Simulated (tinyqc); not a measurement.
# Random telegraph noise from one oxide trap in a small MOSFET: what changes with what

An acceptor-like trap exchanges electrons with the channel. Inversion charge Q = Cox u, u = n Vt W0(exp((Vg - VT)/(n Vt))), W0 the Lambert function, n = nf, Cox = eps0 eox/tox; linear regime Id = (W/L) mu Q Vd. Relative to threshold the surface potential rises by Vt ln(u/u0) and the oxide voltage by the rest of Vg - VT, with u0 = n Vt W0(1).

Values chosen for this exercise; values of the order met in silicon transistors:
```
symbol,value,unit,meaning
T,300,K,temperature
eox,3.9,,relative permittivity of the gate insulator (close to silicon dioxide)
tox,1.3,nm,insulator thickness
xt,0.55,nm,depth of the trap from the channel interface
E0,0.18,eV,trap level above the channel Fermi level at threshold
s0,1e-15,cm^2,capture prefactor
EB,0.45,eV,capture barrier (lattice relaxation)
lt,0.15,nm,tunnelling decay length
vth,1.3e7,cm/s,thermal velocity
zi,2.9,nm,thickness of the inversion layer
VT,0.33,V,threshold voltage
nf,1.37,,body factor
W,210,nm,gate width
L,80,nm,gate length
mu,180,cm^2/(V s),mobility
asc,1.7e-15,V s,scattering coefficient of the charged trap
Vd,0.1,V,drain voltage
Vg,0.64,V,gate voltage
```

Constants: q = 1.602176634e-19 C, kB = 1.380649e-23 J/K, Vt = kB T/q, eps0 = 8.8541878128e-14 F/cm where lengths are in cm. Results are converted to the units shown.

Each table varies one quantity; the others keep the values above.

## Time constants and noise against gate voltage

N = Cox u/q; dpsi = Vt ln(u/u0); E = E0 - dpsi - (xt/tox)(Vg - VT - dpsi); capture time tc = 1/[(N/zi) vth s0 exp(-xt/lt - EB/Vt)]; emission time te = tc exp(-E/Vt); occupancy te/(tc + te). A = W L; threshold step dV = q (1 - xt/tox)/(Cox A); gm/Id = 1/(u + n Vt); relative step dI/I = (gm/Id) dV + asc mu/A. fc = (1/tc + 1/te)/(2 pi); rms = (dI/I) sqrt(tc te)/(tc + te).

Results:
```
Vg (V)    E (eV)    tc (s)    te (s)  occupancy  dI/I (%)  fc (Hz)  rms dI/I (%)
0.42      0.1239   0.02839  2.354e-4   0.008224    0.3838    681.8       0.03467
0.48     0.09119   0.01738  5.106e-4    0.02854    0.3247    320.9       0.05406
0.54     0.06047   0.01215  0.001171    0.08795    0.2897    149.0       0.08204
0.6      0.03095  0.009208  0.002781     0.2320    0.2674    74.51        0.1129
0.66    0.002224  0.007360  0.006753     0.4785    0.2524    45.19        0.1261
0.78    -0.05372  0.005201   0.04155     0.8888    0.2336    34.43       0.07345
0.84    -0.08119  0.004523    0.1046     0.9585    0.2274    36.71       0.04533
0.9      -0.1084  0.003997    0.2649     0.9851    0.2225    40.42       0.02692
```

Estimate the missing row, Vg = 0.72 V.

Computed row:
```
Vg (V)    E (eV)    tc (s)   te (s)  occupancy  dI/I (%)  fc (Hz)  rms dI/I (%)
0.72    -0.02595  0.006104  0.01666     0.7318    0.2416    35.63        0.1070
```

With this row back in the table: tc falls from 0.0284 to 0.00400 s as the channel fills and te rises from 2.35e-4 to 0.265 s; they are equal at Vg = 0.665 V, where E = 0. The rms noise goes from 0.0347 through a maximum of 0.126 (at Vg = 0.66 V among the rows listed) to 0.0269 %. The slope -Vt d ln(tc/te)/dVg is 0.545 between the first two rows and 0.454 between the last two; it tends to xt/tox = 0.423 only when the surface potential stops moving.

## Effect of the capture barrier

Same model as above.

The same in every row: E (eV) = 0.011729; occupancy = 0.38848; dI/I (%) = 0.25682; rms dI/I (%) = 0.12518.

Effect of the capture barrier:
```
EB (eV)     tc (s)     te (s)    fc (Hz)
0.1      1.0412e-8  6.6143e-9   3.9349e7
0.2      4.9825e-7  3.1652e-7   8.2225e5
0.3      2.3843e-5  1.5147e-5      17182
0.4      0.0011410  7.2487e-4     359.05
0.5       0.054604   0.034689     7.5028
0.6         2.6130     1.6600    0.15678
0.7         125.05     79.440  0.0032762
```

What does the comparison show?

As EB goes from 0.1 to 0.7, tc rises from 1.04e-8 to 125 s, te rises from 6.61e-9 to 79.4 s and dI/I stays at 0.257 %. The barrier scales both times alike and leaves the occupancy unchanged.

Range of the model: VT is taken as given; short-channel effects and the uneven flow of current among few electrons are left out.

Numbers from tinyqc (`OMP_NUM_THREADS=1 python tinyqc.py 2710085 2710086 out.jsonl`; about 0.01 s on one thread of a shared Intel Xeon 2.30GHz).
